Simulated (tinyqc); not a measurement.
# Single-junction solar cell, detailed-balance limit: two studies

Every photon above the gap Eg makes one pair and none below is absorbed; carriers thermalise at T and move without loss. Jsc = q fs X Phi(Eg, Ts); the dark current is J0 = q ge Phi(Eg, T)/ERE with the Boltzmann factor exp(V/Vt). The efficiency is the electrical power over fs X sigma Ts^4.

Parameters, values chosen for the exercise:
- T = 300 K (cell temperature)
- Ts = 4500 K (temperature of the black-body sun)
- fs = 2.16e-5 (share of the hemisphere filled by the sun)
- X = 1 (concentration)
- ERE = 1 (external radiative efficiency)
- ge = 1 (number of faces that emit)
- Eg = 1.68 eV (band gap)

Constants: q = 1.602176634e-19 C, kB = 1.380649e-23 J/K, h = 6.62607015e-34 J s, c = 299792458 m/s, Vt = kB T/q. Results are converted to the units shown.

Each table varies one quantity; the others keep the values above.

## Effect of the concentration

Photon flux above E from a black body at temperature T into a hemisphere: Phi(E, T) = A sum_k exp(-k E/th)[E^2 th/k + 2 E th^2/k^2 + 2 th^3/k^3], k = 1, 2, ..., with th = kB T/q in eV and A = 2 pi q^3/(h^3 c^2). J(V) = Jsc - J0 (exp(V/Vt) - 1); Voc = Vt ln(1 + Jsc/J0); at maximum power v = Vmp/Vt solves (1 + v) exp(v) = 1 + Jsc/J0. Pin = fs X sigma Ts^4, sigma = 2 pi^5 kB^4/(15 h^3 c^2). FF = Vmp Jmp/(Voc Jsc).

Result of one run:

| X | Jsc (mA/cm^2) | Voc (V) | Eg/q - Voc (V) | FF | efficiency (%) |
|---|---|---|---|---|---|
| 1000 | 7753 | 1.550 | 0.1302 | 0.9162 | 21.92 |

What becomes of these results when the concentration X is changed from 1000 to 30, all else the same?

Result of the changed run:

| X | Jsc (mA/cm^2) | Voc (V) | Eg/q - Voc (V) | FF | efficiency (%) |
|---|---|---|---|---|---|
| 30 | 232.6 | 1.459 | 0.2208 | 0.9121 | 20.54 |

The whole series:

| X | Jsc (mA/cm^2) | Voc (V) | Eg/q - Voc (V) | FF | efficiency (%) |
|---|---|---|---|---|---|
| 1 | 7.753 | 1.371 | 0.3087 | 0.9077 | 19.21 |
| 3 | 23.26 | 1.400 | 0.2803 | 0.9092 | 19.64 |
| 10 | 77.53 | 1.431 | 0.2492 | 0.9107 | 20.11 |
| 30 | 232.6 | 1.459 | 0.2208 | 0.9121 | 20.54 |
| 100 | 775.3 | 1.490 | 0.1897 | 0.9136 | 21.02 |
| 300 | 2326 | 1.519 | 0.1613 | 0.9148 | 21.45 |
| 1000 | 7753 | 1.550 | 0.1302 | 0.9162 | 21.92 |
| 3000 | 2.326e4 | 1.578 | 0.1018 | 0.9174 | 22.35 |

As X goes from 1 to 3000, Jsc rises from 7.75 to 23300 mA/cm^2, Voc rises from 1.37 to 1.58 V and the efficiency rises from 19.2 to 22.3 %. Voc gains 59.5 mV a decade of concentration (Vt ln 10), while Jsc/Pin stays the same. For X = 1000 to 3000 Voc lies within 6 Vt of the gap, where the Boltzmann form of the emission begins to fail. At X = 3000 the current passes 20 A/cm^2, where series resistance and heating, left out here, would dominate.

## Effect of the band gap

Same model as above.

FF = Vmp Jmp/(Voc Jsc).

Effect of the band gap:

| Eg (eV) | Jsc (mA/cm^2) | Voc (V) | Eg/q - Voc (V) | FF | efficiency (%) |
|---|---|---|---|---|---|
| 0.5 | 37.367 | 0.29271 | 0.20729 | 0.71698 | 15.614 |
| 0.7 | 30.746 | 0.47103 | 0.22897 | 0.79486 | 22.919 |
| 0.9 | 24.392 | 0.65247 | 0.24753 | 0.83769 | 26.545 |
| 1.1 | 18.784 | 0.83561 | 0.26439 | 0.86495 | 27.031 |
| 1.3 | 14.110 | 1.0198 | 0.28023 | 0.88391 | 25.323 |
| 1.5 | 10.379 | 1.2046 | 0.29544 | 0.89790 | 22.351 |
| 1.7 | 7.4993 | 1.3898 | 0.31020 | 0.90869 | 18.857 |
| 1.9 | 5.3359 | 1.5753 | 0.32467 | 0.91727 | 15.352 |
| 2.1 | 3.7464 | 1.7611 | 0.33892 | 0.92428 | 12.142 |

Read the table: what changes, and by how much?

As Eg goes from 0.5 to 2.1 eV, Jsc falls from 37.4 to 3.75 mA/cm^2, Voc rises from 0.293 to 1.76 V and the efficiency goes from 15.6 through a maximum of 27.0 (at Eg = 1.1 eV among the rows listed) to 12.1 %. A wider gap raises the voltage and loses photons, hence the maximum.

Numbers from tinyqc (`OMP_NUM_THREADS=1 python tinyqc.py 2820043 2820044 out.jsonl`; about 0.01 s on one thread of a shared Intel Xeon 2.30GHz).
